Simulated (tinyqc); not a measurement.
Inside a calculation: two-band tight binding of a puckered layer. Values are carried at full precision from step to step, so a last printed digit may differ when a step is redone from the rounded ones.

With X = kx ax/2 and Y = ky ay/2: h = t2 + 2 cos(Y) (t1 exp(iX) + t3 exp(-iX)) + t5 exp(2iX), d = 4 t4 cos(X) cos(Y), H = [[d, h], [h*, d]], E = d -/+ |h|.

Constants: hbar^2/2m0 = 3.80998211 eV angstrom^2.

Inputs chosen for the exercise (near a published set for monolayer black phosphorus; not measured data): ax = 4.43 angstrom (period along x (armchair)); ay = 3.27 angstrom (period along y (zigzag)); t1 = -1.235 eV (along the zigzag); t2 = 3.661 eV (across the pucker); t3 = -0.216 eV (second in the sheet); t4 = -0.095 eV (same sublattice); t5 = -0.06 eV (far across); k = (0.48, 0.77) 1/angstrom (wave vector).

## One k point

Form X, Y, h, d and the levels.

X, Y (rad): [1.06320, 1.25895]

h = 3.2599-0.5974i eV
d = -0.0567 eV

levels (eV): [-3.3708, 3.2575]

## Expansion about Gamma

h = h0 + i chi kx + gx kx^2 + gy ky^2 and d = 4 t4 + ex kx^2 + ey ky^2, with h0 = t2 + 2 t1 + 2 t3 + t5, chi = ax (t1 - t3 + t5), gx = -ax^2 ((t1 + t3)/4 + t5/2), gy = -ay^2 (t1 + t3)/4, ex = -t4 ax^2/2, ey = -t4 ay^2/2. The gap is 2 h0.

h0 = 0.6990 eV
gap = 1.3980 eV
chi = -4.7800 eV angstrom

gx, gy, ex, ey (eV angstrom^2): [7.7077, 3.8788, 0.9322, 0.5079]

## Masses

Electrons: c/(ex + gx + chi^2/(2 h0)) along x, c/(ey + gy) along y; holes: the same with -ex and -ey; c = hbar^2/2m0. The coefficients stand in the order gx, gy, ex, ey.

masses (m0), rows electron, hole; columns x, y:
$$\begin{pmatrix}
0.1525 & 0.8685 \\
0.1648 & 1.1302
\end{pmatrix}$$

density-of-states mass sqrt(mx my) (m0): electron 0.3639, hole 0.4316

my/mx: electron 5.70, hole 6.86

Along x the term chi^2/(2 h0) = 16.34 eV angstrom^2 couples the bands and makes both carriers light; along y it is absent.

## Checks

- Electron mass along x against a finite difference of the band: both 0.1525.

(tinyqc, `OMP_NUM_THREADS=1 python tinyqc.py 1450351 1450352 out.jsonl`, Intel(R) Xeon(R) Processor @ 2.30GHz, 1 thread, shared host, about 0.01 s.)
